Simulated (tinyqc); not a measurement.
Ion-assisted plasma etching: sheath, surface coverage, synergy and aspect-ratio dependence: one step, computed by the program tinyqc. Command: `OMP_NUM_THREADS=1 python tinyqc.py 3024127 3024128 out.jsonl etch walk`. One thread of a shared host (Intel(R) Xeon(R) Processor @ 2.30GHz), about 0.07 s of CPU time with the checks.

Radicals adsorb on bare sites; ions remove covered sites with a high yield and bare sites by sputtering; a slow spontaneous reaction acts everywhere, walls included.

Task: Open-field etch rate. Steady coverage: s G_n (1 - theta) = x Y G_i theta; removal flux = Y G_i theta + Y_p G_i (1 - theta) + k_c G_n; rate = flux/N, 1 cm/s = 6e8 nm/min. Lateral rate = k_c G_n/N; anisotropy = 1 - lateral/vertical; synergy = vertical/(ions alone + radicals alone), with ions alone Y_p G_i/N and radicals alone the lateral rate.

Inputs (values chosen for the exercise, close to those used for silicon in a halogen plasma): gas temperature T_g = 600 K; sticking coefficient s = 0.54; radicals per removed unit x = 2; spontaneous reaction probability k_c = 8.8e-05; solid density N = 5e+22 1/cm^3.

Feature: round hole.

yield Y = 3.575397

sputter yield Y_p = 0.4096716

ion flux G_i = 2.442549e+15 1/(cm^2 s)

radical flux G_n = 4.084526e+16 1/(cm^2 s)

Give: coverage theta; vertical rate; lateral rate; anisotropy; synergy.

Result:

coverage theta = 0.5581

vertical rate = 63.83 nm/min

lateral rate = 0.04313 nm/min

anisotropy = 0.9993

synergy = 5.297

Ions and radicals both limit the rate. Caution: a sheath of several millimetres is collisional at usual pressures, which lowers the ion energy and widens the angles.
